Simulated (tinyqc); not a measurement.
Closing and inverting the gap: three-level Kane dispersion of a narrow-gap semiconductor.

Zero of energy at Gamma8, c = hbar^2/2m0, P^2 = Ep c. The free-electron term and remote bands are left out, so the heavy holes are flat at E = 0 and the other three bands obey E (E - Eg)(E + Dso) = P^2 k^2 (E + 2 Dso/3). The conduction band is the highest root; its edge is Ec = max(Eg, 0).

Constants: hbar^2/2m0 = 3.80998211 eV angstrom^2.

Inputs chosen for the exercise (out of a larger set: near those of InSb; not measured data): Dso = 0.77 eV (spin-orbit splitting); Ep = 24.1 eV (Kane energy); k = 0.015 1/angstrom (wave vector).

Eg is varied at fixed k, Dso and Ep. Edge mass: Eg (Eg + Dso)/(Ep (Eg + 2 Dso/3)) for Eg > 0, 3 |Eg|/(2 Ep) for Eg < 0. The Gamma6 weight of the conduction state is 1/(1 + P^2 k^2 [(2/3)/E^2 + (1/3)/(E + Dso)^2]).

Results:
```
Eg (eV),m0*,highest root (eV),middle (eV),lowest (eV),E - Ec (meV),Gamma6 weight
-0.400,0.02490,0.0325,-0.4139,-0.7886,32.5,0.071
-0.200,0.01245,0.0557,-0.2435,-0.7822,55.7,0.183
-0.080,0.00498,0.0868,-0.1567,-0.7801,86.8,0.352
-0.020,0.00124,0.1114,-0.1221,-0.7793,111.4,0.472
0.020,0.00123,0.1320,-0.1032,-0.7788,112.0,0.556
0.080,0.00476,0.1689,-0.0807,-0.7782,88.9,0.671
0.200,0.01128,0.2597,-0.0525,-0.7772,59.7,0.826
0.400,0.02126,0.4372,-0.0313,-0.7759,37.2,0.929
```

The edge mass vanishes with |Eg| from both sides, yet the kinetic energy at this k stays finite, at most 112.0 meV in the table; at Eg = 0 the two-level form, without the split-off band, gives the linear value sqrt(2/3) P k = 117.4 meV. The Gamma6 weight of the conduction state goes smoothly from 0.07 to 0.93 and is 0.47 and 0.56 in the two rows next to Eg = 0: at finite k nothing jumps at the inversion.

Program tinyqc; command `OMP_NUM_THREADS=1 python tinyqc.py 1080603 1080604 out.jsonl`; about 0.01 s on one thread of a shared Intel(R) Xeon(R) Processor @ 2.30GHz.
